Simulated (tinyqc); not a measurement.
Polycrystalline film, grain-boundary barriers (Seto model): one step of the calculation.

One-dimensional grains of size Lg with donors N; each boundary has Qt acceptor-like traps per area at one level Et below the band edge. Trapped electrons qt deplete a width w = qt/N (both sides together) and raise a barrier Vb = q N w^2/(8 eps0 eps_r). Current crosses the barriers by thermionic emission at small bias. Abrupt depletion, full ionisation, Boltzmann statistics.

Problem. Barrier, resistivity and effective mobility. Partly depleted grains: the density at the grain centre is n0 = N and qt = Qt/(1 + 2 (Nc/N) exp((Vb - Et)/Vt)). If that gives qt >= N Lg, the grains are fully depleted: qt = N Lg, w = Lg and n0 = 2 Nc exp((Vb - Et)/Vt)/(Qt/(N Lg) - 1). Resistivity: barriers rb = Vt exp(Vb/Vt)/(q n0 vc Lg), grain interior rg = (1 - w/Lg)/(q mg N); effective mobility 1/(q N (rb + rg)).

Parameters, values chosen for the exercise; values close to those of polycrystalline silicon:

| symbol | value | unit | meaning |
|---|---|---|---|
| T | 300 | K | temperature |
| eps_r | 11.7 |  | relative permittivity of the semiconductor |
| Lg | 20 | nm | grain size |
| Qt | 1.3e12 | cm^-2 | trap density at a boundary |
| N | 3.6e17 | cm^-3 | donor density |
| mg | 150 | cm^2/(V s) | mobility inside a grain |
| vc | 4.6e6 | cm/s | collection velocity at the barrier |
| Nc | 2.8e19 | cm^-3 | conduction-band density of states at T |
| Et | 0.54 | eV | trap level below the band edge |

Constants: q = 1.602176634e-19 C, kB = 1.380649e-23 J/K, Vt = kB T/q, eps0 = 8.8541878128e-14 F/cm where lengths are in cm. Results are converted to the units shown.

Wanted: qt; w; Vb; n0; rb; rg; effective mobility.

Solution.

qt = 7.200e11 cm^-2
w = 20.00 nm
Vb = 0.02784 V
n0 = 1.730e11 cm^-3
rb = 2.975e5 ohm cm
rg = 0 ohm cm
effective mobility = 5.828e-5 cm^2/(V s)

The grains are fully depleted, 55.4 % of the traps are filled and the barriers give 100 % of the resistivity.

Range of the model: The barrier is under 2 Vt, where the abrupt-depletion and emission pictures are rough.

tinyqc, about 0.01 s, one thread, Intel Xeon 2.30GHz (shared host): `OMP_NUM_THREADS=1 python tinyqc.py 2610013 2610014 out.jsonl`
